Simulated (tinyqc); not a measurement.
Modes across the composition range: two-mode optical phonons of a ternary alloy from two coupled oscillators. Computed by tinyqc, a small Python program. Command: `OMP_NUM_THREADS=1 python tinyqc.py 3004033 3004034 out.jsonl twomode walk`. One thread of a shared host (Intel(R) Xeon(R) Processor @ 2.30GHz), about 0.01 s of CPU time with the checks.

An alloy A(x)B(1-x)C has an A-C and a B-C bond oscillator. Each TO frequency moves linearly from the impurity mode (dilute end) to the TO of the pure crystal; each strength is proportional to the number of bonds.

Inputs (values chosen for the exercise, for a model alloy): omega_TO of pure AC = 486 1/cm; omega_LO of pure AC = 512 1/cm; omega_TO of pure BC = 302 1/cm; omega_LO of pure BC = 363 1/cm; eps_inf of AC = 8.59; eps_inf of BC = 9.27; impurity mode of A in BC = 480 1/cm; impurity mode of B in AC = 287 1/cm.

Method:
- omega_1 = (impurity mode of A) + x (omega_TO,AC - impurity mode of A); omega_2 = (impurity mode of B) + (1 - x)(omega_TO,BC - impurity mode of B); eps_inf = x eps_AC + (1 - x) eps_BC; strengths W_1 = x eps_AC (omega_LO,AC^2 - omega_TO,AC^2), W_2 = (1 - x) eps_BC (omega_LO,BC^2 - omega_TO,BC^2).
- eps(omega) = eps_inf + W_1/(omega_1^2 - omega^2) + W_2/(omega_2^2 - omega^2) = 0 is the eigenproblem of the matrix [[omega_1^2 + W_1/eps_inf, sqrt(W_1 W_2)/eps_inf], [sqrt(W_1 W_2)/eps_inf, omega_2^2 + W_2/eps_inf]] for omega_LO^2.
- The polar coupling of mode j is c_j = (u_j . sqrt(W))^2/(eps_inf^2 omega_j^2), u_j its eigenvector and omega_j here its LO frequency; the c_j add up to 1/eps_inf - 1/eps_s. Froehlich constant alpha_j = (e^2/(4 pi eps_0)) c_j k_j/(2 E_j), E_j = h c omega_j, k_j = sqrt(m* E_j/(hbar^2/(2 m_0))).

Frequencies (1/cm):
```
x     TO, A-C  TO, B-C  lower LO  upper LO  coupling share of the upper LO   eps_s
0.02   480.12   301.70    361.45    480.82                         0.01329  13.324
0.10   480.60   300.50    355.31    483.97                         0.06283  13.046
0.20   481.20   299.00    347.77    487.67                         0.11948  12.691
0.35   482.10   296.75    336.59    492.84                         0.20094  12.143
0.50   483.00   294.50    325.43    497.64                         0.28801  11.576
0.65   483.90   292.25    314.18    502.18                         0.39510  10.988
0.80   484.80   290.00    302.73    506.50                         0.55056  10.379
0.90   485.40   288.50    294.94    509.28                         0.71534   9.961
0.98   485.88   287.30    288.60    511.46                         0.92701   9.620
```

The upper LO moves from 480.8 to 511.5 and the lower from 361.4 to 288.6 per cm. At each dilute end one LO-TO pair closes onto an impurity mode. The upper LO shifts by +0.31 per cm for each per cent of x near the middle, which is how Raman spectra measure composition. Its share of the polar coupling passes one half between x = 0.65 and 0.8.
